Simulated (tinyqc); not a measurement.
Complex band structure along [001] in sp3s* tight binding: one step. Complex wave vectors at one energy in the gap. Four cases, with inputs chosen for the exercise.

Problem. Solve det(H0 - E + z T + T^T/z) = 0 with E = Ev + dE, as the linear problem [[0, 1], [-T^T, E - H0]] x = z [[1, 0], [0, T]] x. Roots come as z, -z, 1/z and conjugates; list those with 0 < |z| < 1 and Re z, Im z >= 0, by falling |z|. Re kz = arg(z)/(pi/2) in units of 2 pi/a, kappa = -(4/a) ln|z|.

For k = (0, 0, kz) the phase sums are g0 = cos(phi) and g3 = i sin(phi), phi = kz a/4, and the s, pz, s* orbitals of anion (a) and cation (c) decouple from px, py. With z = exp(i phi), H(z) = H0 + z T + T^T/z for any complex z. H0 is diagonal (Esa, Epa, Exa, Esc, Epc, Exc). The anion-cation block is B(z) = z U + W/z and the cation-anion block z W^T + U^T/z, where U has Vss/2 (s,s), Vsapc/2 (s,z), -Vscpa/2 (z,s), Vxx/2 (z,z), Vxapc/2 (s*,z), -Vpaxc/2 (z,s*), and W has the same values with the s-z and s*-z signs reversed. |z| = 1 is a band state, |z| < 1 decays along [001] as exp(-kappa d) over a distance d, kappa = -(4/a) ln|z|. No spin-orbit coupling.

Case 1.

Values chosen (out of a larger set: near a published set for InAs, fitted to gaps, whose masses and valley positions are rough (light masses up to twice too heavy); not measured data): dE = 0.32 eV (E - Ev); a = 6.061 angstrom (lattice constant).

diagonal of H0 (eV): sa -9.580000, za 0.905000, s*a 7.404000, sc -2.723000, zc 3.726000, s*c 6.720000

T (eV):
```
            sa        za        s*a         sc        zc        s*c
sa    0.000000  0.000000   0.000000  -2.815000  1.516000   0.000000
za    0.000000  0.000000   0.000000  -2.733000  0.917000  -1.961500
s*a   0.000000  0.000000   0.000000   0.000000  1.693500   0.000000
sc   -2.815000  2.733000   0.000000   0.000000  0.000000   0.000000
zc   -1.516000  0.917000  -1.693500   0.000000  0.000000   0.000000
s*c   0.000000  1.961500   0.000000   0.000000  0.000000   0.000000
```

Ev = 0.001831 eV

Case 2.

Values chosen (out of a larger set: near a published set for GaP, fitted to gaps, whose masses and valley positions are rough (light masses up to twice too heavy); not measured data): dE = 0.38 eV (E - Ev); a = 5.456 angstrom (lattice constant).

diagonal of H0 (eV): sa -8.073000, za 1.120000, s*a 8.591000, sc -2.221000, zc 4.150000, s*c 7.252000

T (eV):
```
            sa        za        s*a         sc        zc        s*c
sa    0.000000  0.000000   0.000000  -3.749000  2.126500   0.000000
za    0.000000  0.000000   0.000000  -3.193500  1.086500  -2.544000
s*a   0.000000  0.000000   0.000000   0.000000  2.315500   0.000000
sc   -3.749000  3.193500   0.000000   0.000000  0.000000   0.000000
zc   -2.126500  1.086500  -2.315500   0.000000  0.000000   0.000000
s*c   0.000000  2.544000   0.000000   0.000000  0.000000   0.000000
```

Ev = -0.013991 eV

Case 3.

Values chosen (out of a larger set: near a published set for InAs, fitted to gaps, whose masses and valley positions are rough (light masses up to twice too heavy); not measured data): dE = 0.29 eV (E - Ev); a = 6.062 angstrom (lattice constant).

diagonal of H0 (eV): sa -9.611000, za 0.914000, s*a 7.416000, sc -2.704000, zc 3.748000, s*c 6.742000

T (eV):
```
            sa        za        s*a         sc        zc        s*c
sa    0.000000  0.000000   0.000000  -2.823000  1.512000   0.000000
za    0.000000  0.000000   0.000000  -2.706000  0.917000  -1.944500
s*a   0.000000  0.000000   0.000000   0.000000  1.677000   0.000000
sc   -2.823000  2.706000   0.000000   0.000000  0.000000   0.000000
zc   -1.512000  0.917000  -1.677000   0.000000  0.000000   0.000000
s*c   0.000000  1.944500   0.000000   0.000000  0.000000   0.000000
```

Ev = 0.013362 eV

Case 4.

Values chosen (out of a larger set: near a published set for Ge, fitted to gaps, whose masses and valley positions are rough (light masses up to twice too heavy); not measured data): dE = 0.13 eV (E - Ev); a = 5.658 angstrom (lattice constant).

diagonal of H0 (eV): sa -5.896000, za 1.622000, s*a 6.411000, sc -5.896000, zc 1.622000, s*c 6.411000

T (eV):
```
            sa        za        s*a         sc        zc        s*c
sa    0.000000  0.000000   0.000000  -3.428000  2.753500   0.000000
za    0.000000  0.000000   0.000000  -2.753500  0.797500  -2.618000
s*a   0.000000  0.000000   0.000000   0.000000  2.618000   0.000000
sc   -3.428000  2.753500   0.000000   0.000000  0.000000   0.000000
zc   -2.753500  0.797500  -2.618000   0.000000  0.000000   0.000000
s*c   0.000000  2.618000   0.000000   0.000000  0.000000   0.000000
```

Ev = 0.027000 eV

Give: Decaying roots.

Solution.

Case 1.

Decaying roots:
```
Re z      Im z     |z|  Re kz (2 pi/a)  kappa (1/angstrom)
0.9608  0.0000  0.9608          0.0000              0.0264
0.0253  0.2994  0.3005          0.9464              0.7935
```

The slowest root has kappa = 0.0264 1/angstrom at Re kz = 0.000: a purely imaginary k at Gamma. The probability falls by exp(-2 kappa d), a factor 1.7 over 1 nm.

Case 2.

Decaying roots:
```
Re z      Im z     |z|  Re kz (2 pi/a)  kappa (1/angstrom)
0.8542  0.0000  0.8542          0.0000              0.1155
0.0949  0.3737  0.3855          0.8417              0.6988
```

The slowest root has kappa = 0.1155 1/angstrom at Re kz = 0.000: a purely imaginary k at Gamma. The probability falls by exp(-2 kappa d), a factor 10.1 over 1 nm.

Case 3.

Decaying roots:
```
Re z      Im z     |z|  Re kz (2 pi/a)  kappa (1/angstrom)
0.9568  0.0000  0.9568          0.0000              0.0292
0.0268  0.2957  0.2969          0.9424              0.8013
```

The slowest root has kappa = 0.0292 1/angstrom at Re kz = 0.000: a purely imaginary k at Gamma. The probability falls by exp(-2 kappa d), a factor 1.79 over 1 nm.

Case 4.

Decaying roots:
```
Re z      Im z     |z|  Re kz (2 pi/a)  kappa (1/angstrom)
0.9452  0.0000  0.9452          0.0000              0.0399
0.1964  0.5544  0.5882          0.7833              0.3752
```

The slowest root has kappa = 0.0399 1/angstrom at Re kz = 0.000: a purely imaginary k at Gamma. The probability falls by exp(-2 kappa d), a factor 2.22 over 1 nm.

Computed by tinyqc, one run a case: `OMP_NUM_THREADS=1 python tinyqc.py N N+1 out.jsonl` with N = 1480698, 1480775, 1480791, 1481022; one thread of a shared Intel(R) Xeon(R) Processor @ 2.30GHz, about 0.02 s a run at most.
